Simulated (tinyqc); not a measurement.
Froehlich polaron in a polar crystal: one step, computed by the program tinyqc.

One electron in a parabolic band of mass m*, coupled to dispersionless LO phonons in the continuum model. Energies are in units of hbar omega unless marked, wave numbers in k_0 = sqrt(2 m* omega/hbar).

Problem. Mobility at low temperature. Scattering by absorption of an LO phonon: 1/tau = 2 alpha omega n, n = 1/(exp(hbar omega/(k_B T)) - 1); mu = e tau/m*, the weak-coupling result for k_B T well below hbar omega.

Inputs (values chosen for the exercise, modelled on gallium nitride): band mass m* = 0.204 m_0; LO phonon energy hbar omega = 93.4 meV; temperature T = 150 K.

coupling constant alpha = 0.4209311

Constants: k_B = 8.617333262e-05 eV/K; hbar = 6.582119569e-16 eV s; e = 1.602176634e-19 C; m_0 = 9.1093837015e-31 kg.

Give: phonon occupation n; lifetime tau; mobility.

Solution.

phonon occupation n = 7.281e-04

lifetime tau = 11496 fs

mobility = 99119 cm^2/(V s)

Caution: LO phonons are so rare at this T that impurities and acoustic phonons, left out here, limit the real mobility.
